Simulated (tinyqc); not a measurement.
Worked calculation: Hubbard chain of 2 sites. Computed by tinyqc, a small Python program that keeps every step. Settings: hopping = 0.79, U = 0.9, mixing = 1, iteration cap = 81. Command: `OMP_NUM_THREADS=1 python tinyqc.py 31008 31009 out.jsonl` (the two numbers bound the seeds that draw the settings). One thread of a shared host (Intel(R) Xeon(R) Processor @ 2.60GHz), about 0.1 s of CPU time with the checks. Later iterations appear only in the table of the cycle.

## Mean-field iteration 1

one-body matrix (hopping and site energies) (eV):
```
          1         2
1   0.00000  -0.79000
2  -0.79000   0.00000
```

U = 0.90000 eV

electrons, up and down: 1  1

mixing = 1

n(up) at the start (a guess, not normalised): 1 0.95000, 2 0.05000

n(down) at the start (a guess): 1 0.05000, 2 0.95000

H(up) = T + U n(down), H(down) = T + U n(up); fill the lowest levels; n(new) = n + mixing (n(out) - n); E = tr T (rho up + rho down) + U sum n_up n_down of the output.

levels, up (eV): -0.43776  1.33776

levels, down (eV): -0.43776  1.33776

energy = -1.04966 eV

n(up) after iteration 1: 1 0.72810, 2 0.27190

n(down) after iteration 1: 1 0.27190, 2 0.72810

## Mean-field iteration 2

As before.

levels, up (eV): -0.36624  1.26624

levels, down (eV): -0.36624  1.26624

energy = -1.10768 eV

n(up) after iteration 2: 1 0.62575, 2 0.37425

n(down) after iteration 2: 1 0.37425, 2 0.62575

## Mean-field iteration 3

As before.

levels, up (eV): -0.34807  1.24807

levels, down (eV): -0.34807  1.24807

energy = -1.12308 eV

n(up) after iteration 3: 1 0.57091, 2 0.42909

n(down) after iteration 3: 1 0.42909, 2 0.57091

## Convergence

Each step fills the lowest levels of T + U n(other spin) and sets n(new) = n + mixing (n(out) - n); stop when output and input agree to 1e-8.

Course of the cycle:
```
iteration      E (eV)  largest |n(out) - n(in)|  mean |n_up - n_down|
1          -1.0496585                  2.22e-01               0.45620
2          -1.1076764                  1.02e-01               0.25151
3          -1.1230812                  5.48e-02               0.14182
4          -1.1277873                  3.06e-02               0.08052
5          -1.1292854                  1.74e-02               0.04582
6          -1.1297685                  9.86e-03               0.02609
7          -1.1299249                  5.62e-03               0.01486
8          -1.1299756                  3.20e-03               0.00846
9          -1.1299921                  1.82e-03               0.00482
10         -1.1299974                  1.04e-03               0.00275
11         -1.1299992                  5.91e-04               0.00156
...               ...                       ...                   ...
21         -1.1300000                  2.13e-06              5.63e-06
22         -1.1300000                  1.21e-06              3.20e-06
23         -1.1300000                  6.90e-07              1.83e-06
24         -1.1300000                  3.93e-07              1.04e-06
25         -1.1300000                  2.24e-07              5.92e-07
26         -1.1300000                  1.27e-07              3.37e-07
27         -1.1300000                  7.26e-08              1.92e-07
28         -1.1300000                  4.14e-08              1.09e-07
29         -1.1300000                  2.36e-08              6.24e-08
30         -1.1300000                  1.34e-08              3.55e-08
31         -1.1300000                  7.64e-09              2.02e-08
```

local moments n_up - n_down: 1 0.00000, 2 0.00000

Converged in 31 iterations. Before convergence this energy mixes input and output and is not variational, so it may rise towards its limit.

## The many-body Hamiltonian

Basis: all placements (u, d, 2, 0 on each site), up operators ordered before down ones; hops carry the sign of the same-spin electrons passed.

H (eV), lower triangle:
```
          20        ud        du       02
20   0.90000
ud  -0.79000   0.00000
du  -0.79000   0.00000   0.00000
02   0.00000  -0.79000  -0.79000  0.90000
```

## Exact diagonalisation (4 states)

Lowest levels of the sector, and the double occupancy of the lowest state.

lowest levels (eV): -1.19283  0.00000  0.90000  2.09283

double occupancy per site = 0.18152

The mean-field solution above lies 0.0628 eV above the exact energy.
